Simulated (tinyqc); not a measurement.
Inside a calculation. Model: thin-film transistor with exponential tail and deep states, accumulation layer.

tinyqc, about 0.04 s, one thread, Intel Xeon 2.30GHz (shared host): `OMP_NUM_THREADS=1 python tinyqc.py 2610137 2610138 out.jsonl` Printed values are rounded.

An undoped film in accumulation, thicker than the space-charge layer. With band bending psi the Fermi level lies E0 - psi below the band edge. Free electrons n = n0 exp(psi/Vt) carry the current; electrons in two exponential distributions of traps, a = a0 exp(psi/Va) and d = d0 exp(psi/Vp), do not. Linear regime, ohmic contacts, traps in equilibrium.

Inputs (values chosen for the exercise); values close to those of an organic semiconductor: temperature T = 270 K; relative permittivity of the semiconductor eps_r = 3.2; density of extended states Nc = 9.8e19 cm^-3; band mobility mb = 3.5 cm^2/(V s); total density of tail states Nt = 7.6e19 cm^-3; characteristic temperature of the tail Tt = 390 K; total density of deep states Nd = 3.6e17 cm^-3; characteristic temperature of the deep states Td = 1360 K; bulk Fermi level below the band edge E0 = 0.67 eV; gate capacitance Ci = 20 nF/cm^2; ratio W/L WL = 10; drain voltage Vd = 0.05 V; gate voltage above flat band Vg = 15 V.

Constants: q = 1.602176634e-19 C, kB = 1.380649e-23 J/K, Vt = kB T/q, eps0 = 8.8541878128e-14 F/cm where lengths are in cm. Results are converted to the units shown.

Range of the model: The th form assumes a Fermi level far below the band edge; at the surface it overcounts the filled tail by a factor of about 1.5.

## Bulk densities

Va = kB Tt/q, Vp = kB Td/q; n0 = Nc exp(-E0/Vt), a0 = Nt th(T/Tt) exp(-E0/Va), d0 = Nd th(T/Td) exp(-E0/Vp), th(x) = pi x/sin(pi x).

Va = 0.03360760 V
Vp = 0.1171957 V
th(T/Tt) = 2.642760
n0 = 3.055694e7 cm^-3
a0 = 4.413578e11 cm^-3
d0 = 1.264741e15 cm^-3

## Iteration 1: surface potential by Newton steps

psi at the start = 0.67 V

Va = kB Tt/q, Vp = kB Td/q. G(psi) = sum over the three kinds of c0 [V (exp(psi/V) - 1) - psi], field F = sqrt(2 q G/(eps0 eps_r)); Vg = psi + eps0 eps_r F/Ci at the surface. f = psi + eps0 eps_r F/Ci - Vg, f' = 1 + q rho/(Ci F) with rho = sum c0 (exp(psi/V) - 1); psi(new) = psi - f/f'.

F = 3203.517 kV/cm
f = 31.05326 V
f' = 749.2776
psi after iteration 1 = 0.6285557 V

## Iteration 2: surface potential by Newton steps

As before.

F = 1641.127 kV/cm
f = 8.877910 V
f' = 368.5387
psi after iteration 2 = 0.6044662 V

## Course of the iteration: surface potential by Newton steps

Stop when psi changes by less than 1e-10 V, or after 30 iterations. psi must stay between 0 and 5 V.

Course of the iteration:
```
iteration    psi (V)  |change| (V)
1          0.6285557        0.0414
2          0.6044662        0.0241
3          0.5981635       6.30e-3
4          0.5978164       3.47e-4
5          0.5978155       9.83e-7
6          0.5978155      7.85e-12
```

Converged in 6 iterations. At the end the number of correct digits about doubles with each step.

## Free and total charge, current

psi_s = 0.5978155 V

Va = kB Tt/q, Vp = kB Td/q. G(psi) = sum over the three kinds of c0 [V (exp(psi/V) - 1) - psi], field F = sqrt(2 q G/(eps0 eps_r)); Vg = psi + eps0 eps_r F/Ci at the surface. Total charge Q = Ci (Vg - psi_s); free charge Qf = q times the integral of n0 (exp(psi/Vt) - 1)/F over psi from 0 to psi_s; I = (W/L) mb Qf Vd; effective mobility mb Qf/Q.

surface densities (cm^-3): free 4.403933e18, tail 2.344585e19, deep 2.076529e17
Q = 288.0437 nC/cm^2
Qf = 24.53087 nC/cm^2
effective mobility = 0.2980730 cm^2/(V s)
I = 42.92903 nA

8.52 % of the induced charge is free, against 15.7 % of the electrons right at the surface.
